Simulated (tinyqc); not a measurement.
# Off-state leakage of single and stacked transistors: effects of single changes

n-channel devices of unit width. Subthreshold current I(Vg, Vs, Vd) = I0 (T/300 K)^0.5 exp[(Vg - Vs - VT(T) - gb (Vs - Vb) + dd (Vd - Vs))/(nf Vt)] (1 - exp(-(Vd - Vs)/Vt)), VT(T) = VT - cT (T - 300 K). Gate-edge tunnelling Ig (Vd/1 V) exp(ag (Vd - 1 V)), for a gate at 0 V, and band-to-band leakage Ab u exp(-Bb/u), u = Vd - Vb + 1 V, flow at a drain held at V; both are taken as independent of T. In a stack of off transistors (all gates at 0 V) the same subthreshold current passes through each.

Parameters, values chosen for the exercise; values of the order met in bulk silicon logic transistors: temperature T = 300 K; supply voltage V = 0.9 V; threshold at 300 K, zero drain and body bias VT = 0.37 V; fall of the threshold with temperature cT = 0.7 mV/K; current at threshold at 300 K I0 = 0.43 uA/um; slope factor nf = 1.24; drain-induced lowering per volt dd = 0.14; rise of the threshold per volt of source-body bias gb = 0.23; gate-edge tunnelling current at 1 V Ig = 2e-6 uA/um; exponential slope of the gate current ag = 5.1 1/V; prefactor of band-to-band leakage at the drain Ab = 8 uA/(um V); its exponential voltage Bb = 23 V; body voltage Vb = 0 V.

Constants: q = 1.602176634e-19 C, kB = 1.380649e-23 J/K, Vt = kB T/q. Results are converted to the units shown.

Each table varies one quantity; the others keep the values above.

## Subthreshold current against the height of the stack

All n gates at 0 V, bottom source at 0 V, top drain at V; node voltages follow from equal currents.

Subthreshold current against the height of the stack:
```
n,I (nA/um),reduction factor,drain voltage of the bottom device (mV),source voltage of the top device (mV),voltage across the top device (V)
1,0.21272,1.0000,900.00,0,0.90000
2,0.0058027,36.659,84.275,84.275,0.81573
3,0.0025541,83.285,21.093,103.48,0.79652
4,0.0016164,131.60,11.844,114.18,0.78582
5,0.0011779,180.59,8.2111,121.59,0.77841
6,9.2513e-4,229.93,6.2756,127.24,0.77276
```

What does the comparison show?

The second transistor cuts the current by a factor of 36.7, the third by a further 2.27 and the sixth by 1.27. The top device keeps 85.9 % of the supply at n = 6, while the drain voltage of the bottom one falls to 0.243 Vt.

## Leakage components against the threshold

Same model as above.

One transistor with Vg = Vs = 0, Vd = V; stack factor I(one)/I(two in series).

The same in every row: gate edge (nA/um) = 0.0010809; band-to-band (nA/um) = 0.084061; stack factor = 36.659.

Leakage components against the threshold:
```
VT (V),subthreshold (nA/um),total (nA/um),largest part
0.15,203.39,203.47,subthreshold
0.2,42.750,42.835,subthreshold
0.25,8.9855,9.0706,subthreshold
0.3,1.8887,1.9738,subthreshold
0.35,0.39698,0.48212,subthreshold
0.4,0.083440,0.16858,band-to-band
0.45,0.017538,0.10268,band-to-band
0.5,0.0036863,0.088828,band-to-band
0.55,7.7483e-4,0.085917,band-to-band
0.6,1.6286e-4,0.085305,band-to-band
```

As VT goes from 0.15 to 0.6, the total leakage falls from 203 to 0.0853 nA/um. The subthreshold part leads at VT = 0.15, the band-to-band part from 0.4 on. The reduction by a stack of two stays at 36.7, for the subthreshold part alone. For VT = 0.15, 0.2 the gate is within about 3 nf Vt of threshold, where the exponential law overstates the current.

Computed by the program tinyqc: `OMP_NUM_THREADS=1 python tinyqc.py 2242003 2242004 out.jsonl`, one thread of a shared Intel Xeon 2.30GHz, about 0.03 s for the whole run.
